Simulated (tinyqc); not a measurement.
Deal-Grove kinetics of thermal oxidation of silicon: one step, computed by the program tinyqc. Command: `OMP_NUM_THREADS=1 python tinyqc.py 3000668 3000669 out.jsonl oxide walk`. One thread of a shared host (Intel(R) Xeon(R) Processor @ 2.30GHz), about 0.02 s of CPU time with the checks.

Oxidant diffuses through the oxide and reacts at the interface, so that dx/dt = B/(A + 2x) for the oxide thickness x.

Problem. Thickness after the oxidation. tau = (x_i^2 + A x_i)/B and x = (A/2) [sqrt(1 + 4 B (t + tau)/A^2) - 1], the root of x^2 + A x = B (t + tau). Silicon consumed is 0.44 times the oxide grown; the rate is B/(A + 2x).

Inputs (values chosen for the exercise, close to those used for silicon): temperature T = 800 C; initial oxide x_i = 0.1 um; time t = 2.9 h.

Ambient: dry oxygen. Surface: (100).

length A = 0.5198743 um

parabolic constant B = 5.714866e-04 um^2/h

Give: tau; oxide thickness x; silicon consumed; final growth rate.

Solution.

tau = 108.5 h

oxide thickness x = 0.1023 um

silicon consumed = 0.001010 um

final growth rate = 7.888e-04 um/h

2x/A = 0.394: reaction and diffusion both resist, diffusion with a share 2x/(A + 2x) = 0.28.
